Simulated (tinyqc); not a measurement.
Worked calculation: WKB tunnelling through a gate dielectric with a two-band (Franz) dispersion. Values are carried at full precision from step to step, so a last printed digit may differ when a step is redone from the rounded ones.

Constants: hbar^2/2m0 = 3.80998211 eV angstrom^2.

Inputs chosen for the exercise (of the size used for HfO2 on silicon; not measured data):
- phi = 1.41 eV (barrier above the electron energy at the emitter)
- t = 28 angstrom (thickness)
- V = 2.5 V (voltage across the layer)
- Eg = 5.82 eV (gap of the dielectric)
- m = 0.22 m0 (mass at the conduction edge)

## Shape of the barrier

Field V/t (1 V/angstrom = 100 MV/cm), the end of the forbidden region x_e = min(t, phi t/V), and u there.

field = 8.93 MV/cm
x_e = 15.792 angstrom
u(x_e) = 0.000 eV

V >= phi: a triangle, Fowler-Nordheim tunnelling into the conduction band of the dielectric. This field is near or beyond what HfO2 bears for long; the numbers are an exercise.

## Decay constant through the layer

At depth x the conduction edge lies u(x) = phi - V x/t above the electron. Parabolic: kappa = sqrt(m u/c). Franz: kappa = sqrt(m u (1 - u/Eg)/c), which vanishes at both band edges. c = hbar^2/2m0. T = exp(-2 integral of kappa dx) over the region u > 0; no image force, no prefactor, zero transverse momentum. The region ends at x_e = min(t, phi t/V); x_e < t is the Fowler-Nordheim regime.

Nine points x = j x_e/8.

kappa (1/angstrom):
```
x (angstrom)  u (eV)  parabolic   Franz
0.000         1.4100     0.2853  0.2484
1.974         1.2337     0.2669  0.2369
3.948         1.0575     0.2471  0.2235
5.922         0.8812     0.2256  0.2078
7.896         0.7050     0.2018  0.1891
9.870         0.5288     0.1747  0.1666
11.844        0.3525     0.1427  0.1383
13.818        0.1762     0.1009  0.0993
15.792        0.0000     0.0000  0.0000
```

At the emitter the Franz value is 13.0 % below the parabolic one, the factor sqrt(1 - phi/Eg).

## The integrals by Simpson's rule

Weights 1, 4, 2, 4, 2, 4, 2, 4, 1 times a third of the spacing.

integral of kappa dx: parabolic 2.988, Franz 2.759

## The integrals in closed form

Parabolic: (2/3) sqrt(m/c) (t/V) (phi^(3/2) - u_e^(3/2)). Franz: sqrt(m/c) Eg^(3/2) (t/V) (f(phi/Eg) - f(u_e/Eg)) with f(y) = ((2y - 1) sqrt(y (1 - y)) + arcsin(sqrt y))/4. u_e = max(phi - V, 0). T = exp(-2 I).

integral of kappa dx: parabolic 3.0040, Franz 2.7752

T: parabolic 0.00246, Franz 0.00389

The two-band dispersion raises T by a factor 1.58.

## Checks

- Franz integral in closed form against adaptive quadrature: both 2.77524.

Computed by tinyqc, a small Python program: `OMP_NUM_THREADS=1 python tinyqc.py 1452494 1452495 out.jsonl` (the numbers bound the seed that draws the inputs); one thread of a shared host (Intel(R) Xeon(R) Processor @ 2.30GHz), about 0.01 s for the whole set of steps.
